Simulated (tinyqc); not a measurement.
Overlap of hydrogenic dopants: pairs, impurity band and the Mott density: one step. The pair with two electrons (two-site Hubbard model). Four cases, with inputs chosen for the exercise.

Problem. t is the hopping between the two dopants. Singlet at (u - sqrt(u^2 + 16 t^2))/2 below the triplet at 0; estimate 4 t^2/u; weight of double occupancy (1 - u/sqrt(u^2 + 16 t^2))/2; swap time pi hbar/Jx with Jx the splitting in eV. t and u are in units of Ry*.

Constants: hbar = 6.58211957e-16 eV s.

Case 1.

Values chosen (out of a larger set: an isotropic mass and dielectric constant of the size used for donors in Si; not measured data): u = 1.25 Ry* (cost of a second electron on one dopant).

t = 0.0336003 Ry*
Ry* = 32.76841 meV

Case 2.

Values chosen (out of a larger set: an isotropic mass and dielectric constant of the size used for donors in Ge; not measured data): u = 0.945 Ry* (cost of a second electron on one dopant).

t = 0.1149925 Ry*
Ry* = 6.18215 meV

Case 3.

Values chosen (out of a larger set: an isotropic mass and dielectric constant of the size used for donors in GaAs; not measured data): u = 0.945 Ry* (cost of a second electron on one dopant).

t = 0.0582546 Ry*
Ry* = 5.07646 meV

Case 4.

Values chosen (out of a larger set: an isotropic mass and dielectric constant of the size used for donors in Ge; not measured data): u = 0.945 Ry* (cost of a second electron on one dopant).

t = 0.0791109 Ry*
Ry* = 5.96195 meV

Give: singlet-triplet splitting; double occupancy; swap time.

Solution.

Case 1.

singlet-triplet splitting (meV): exact 0.1180, 4 t^2/u 0.1184

double occupancy = 0.0029
swap time = 17.5 ps

The estimate is 0.3 % too high at 4t/u = 0.11.

Case 2.

singlet-triplet splitting (meV): exact 0.3276, 4 t^2/u 0.3460

double occupancy = 0.0504
swap time = 6.31 ps

The estimate is 5.6 % too high at 4t/u = 0.49.

Case 3.

singlet-triplet splitting (meV): exact 0.07184, 4 t^2/u 0.07292

double occupancy = 0.0145
swap time = 28.8 ps

The estimate is 1.5 % too high at 4t/u = 0.25.

Case 4.

singlet-triplet splitting (meV): exact 0.1537, 4 t^2/u 0.1579

double occupancy = 0.0259
swap time = 13.4 ps

The estimate is 2.7 % too high at 4t/u = 0.33.

Computed by tinyqc, one run a case: `OMP_NUM_THREADS=1 python tinyqc.py N N+1 out.jsonl` with N = 1450619, 1450685, 1450694, 1450735; one thread of a shared Intel(R) Xeon(R) Processor @ 2.30GHz, about 0.01 s a run at most.
